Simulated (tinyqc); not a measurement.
Reflectance at normal incidence against thickness.

Normal incidence on air, film (n1) and substrate (N2 = n2 - i k2): r01 = (1 - n1)/(1 + n1), r12 = (n1 - N2)/(n1 + N2), amplitude (r01 + r12 X)/(1 + r01 r12 X), X = exp(-4 pi i n1 d/lam), R its squared modulus, phase from 0 to 360 degrees.

Inputs (values chosen for the exercise):

| symbol | value | unit | meaning |
|---|---|---|---|
| lam | 632.8 | nm | wavelength |
| n1 | 2.046 |  | index of the transparent film |
| n2 | 3.882 |  | index of the substrate |
| k2 | 0.019 |  | extinction coefficient of the substrate |

Reflectance at normal incidence against thickness:

| d (nm) | R (%) | phase of the reflected amplitude (degrees) |
|---|---|---|
| 0 | 34.85 | 179.8 |
| 19 | 31.41 | 162.9 |
| 38 | 21.47 | 144.5 |
| 56 | 8.589 | 126.0 |
| 75 | 0.2429 | 142.9 |
| 94 | 5.799 | 238.0 |
| 112 | 18.51 | 219.9 |
| 131 | 29.71 | 201.1 |
| 150 | 34.66 | 183.9 |

Read the table: what changes, and by how much?

R goes from 34.9 through a minimum of 0.243 (at d = 75 nm among the rows listed) to 34.7 %. At a quarter wave, d = 77.3 nm, R = 0.143 %; for a transparent substrate it would vanish for n1 = sqrt(n2) = 1.97.

Computed by the program tinyqc: `OMP_NUM_THREADS=1 python tinyqc.py 2870109 2870110 out.jsonl`, one thread of a shared Intel Xeon 2.30GHz, about 0.01 s for the whole run.
